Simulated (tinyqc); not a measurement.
Stress in a transistor channel from embedded alloy regions, liners and fins, by half-space elasticity: one step, computed by the program tinyqc.

Plane strain in an isotropic half-space, the same constants everywhere; x along the channel from its centre, y downwards from the free surface; stress is positive in tension.

Task: Stress at the centre of the channel. A line element dA of misfit at (a, c) in the half-space gives, with C = E e/(2 pi (1 - nu)), X = x - a, r1^2 = X^2 + (y - c)^2, r2^2 = X^2 + Y^2, Y = y + c: s_xx = -C dA {[X^2 - (y - c)^2]/r1^4 + 3 [X^2 - Y^2]/r2^4 + 4 y Y (Y^2 - 3 X^2)/r2^6}, s_yy = C dA {[X^2 - (y - c)^2]/r1^4 - [X^2 - Y^2]/r2^4 + 4 y Y (Y^2 - 3 X^2)/r2^6}. These are integrated over two rectangles, L/2 < |a| < L/2 + S, 0 < c < d (closed form in a, 200 Gauss-Legendre points in c).

Inputs (values chosen for the exercise, modelled on silicon):

| quantity | value | unit |
|---|---|---|
| Young's modulus E | 173 | GPa |
| Poisson ratio nu | 0.23 | - |
| channel length L | 66 | nm |
| length of each stressor S | 90 | nm |
| recess depth d | 15 | nm |
| depth of the field point y | 2.7 | nm |

Stressor: Si(1-x)C(x) source and drain.

misfit e = -0.010718

stress of a blanket film = 2.408070 GPa

Give: s_xx; s_yy; s_xx over the blanket-film stress.

Result:

s_xx = 882.5 MPa

s_yy = 5.755 MPa

s_xx over the blanket-film stress = 0.3665

The channel is stretched along its length; s_yy is 0.0065 of s_xx in size and vanishes at the surface.
